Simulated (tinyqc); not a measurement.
On-chip power grid, static voltage drop by conjugate gradients: one step of the calculation.

A grid of 4 rows and 3 columns, node k = 3 row + column. Neighbours in a row are joined by Rx, in a column by Ry; pad nodes, which reach the supply through Rp: 0. Each node draws I0, node 7 draws kh I0. The drops u = Vdd - V solve G u = i, with G the conductance matrix (1/Rp added on the diagonal at pad nodes).

Problem. Conjugate-gradient step. q = G p; a = (r.r)/(p.q); u(new) = u + a p; r(new) = r - a q; b = (r.r)(new)/(r.r); p(new) = r(new) + b p.

Parameters, values chosen for the exercise: resistance of a horizontal segment Rx = 0.64 ohm; resistance of a vertical segment Ry = 1.4 ohm; resistance from a pad node to the supply Rp = 0.2 ohm.

u after iteration 2 (mV):
```
           col 0      col 1      col 2
row 0   6.748275  25.584451  25.584451
row 1  25.584451  44.420628  25.584451
row 2  66.788587  84.594988  66.788587
row 3  25.584451  44.420628  25.584451
```

r after iteration 2 (mA):
```
            col 0       col 1       col 2
row 0   20.144561   -4.977114   11.000000
row 1   56.408639  -32.621491   69.863051
row 2  -20.040549  -25.036946  -20.040549
row 3   69.863051  -19.167079   69.863051
```

p after iteration 2 (mA):
```
           col 0      col 1      col 2
row 0   27.81600   48.83357   64.81069
row 1  110.21932   67.32844  123.67374
row 2  134.69974  111.31085  134.69974
row 3  123.67374   80.78285  123.67374
```

Give: q; a; u after iteration 3; r after iteration 3; b; p after iteration 3.

Solution.

q (mA S):
```
       col 0   col 1  col 2
row 0   47.4    -5.3  -17.1
row 1  108.4  -173.3  122.2
row 2   61.9   -19.9   52.3
row 3   59.1  -155.8   59.1
```

a = 0.6950 ohm

u after iteration 3 (mV):
```
       col 0  col 1  col 2
row 0   26.1   59.5   70.6
row 1  102.2   91.2  111.5
row 2  160.4  162.0  160.4
row 3  111.5  100.6  111.5
```

r after iteration 3 (mA):
```
        col 0   col 1   col 2
row 0  -12.79   -1.27   22.87
row 1  -18.93   87.80  -15.08
row 2  -63.07  -11.23  -56.39
row 3   28.76   89.15   28.76
```

b = 1.218

p after iteration 3 (mA):
```
       col 0  col 1  col 2
row 0   21.1   58.2  101.8
row 1  115.3  169.8  135.6
row 2  101.0  124.3  107.7
row 3  179.4  187.5  179.4
```

Computed by the program tinyqc: `OMP_NUM_THREADS=1 python tinyqc.py 2770221 2770222 out.jsonl`, one thread of a shared Intel Xeon 2.30GHz, about 0.3 s for the whole run.
